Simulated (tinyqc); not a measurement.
## Slope factor and drain-induced lowering from three currents

Question. With source and body at 0 V, I = A exp((Vg + dd Vd)/(nf Vt)) (1 - exp(-Vd/Vt)). Find nf, the swing nf Vt ln 10 and dd.

Values chosen for this exercise:
- T = 330 K (temperature)

Constants: q = 1.602176634e-19 C, kB = 1.380649e-23 J/K, Vt = kB T/q. Results are converted to the units shown.

currents at (Vg, Vd) = (0, 0.05), (0, 0.9) and (0.1, 0.9) V (nA/um): 0.011305289  0.10363742  2.0406031

Answer. The pair at equal Vd gives nf; the pair at equal Vg, after dividing out the factors 1 - exp(-Vd/Vt), gives dd.

nf = 1.180
swing = 77.27 mV/decade
dd = 0.08000

tinyqc, about 0.04 s, one thread, Intel Xeon 2.30GHz (shared host): `OMP_NUM_THREADS=1 python tinyqc.py 2242027 2242028 out.jsonl`
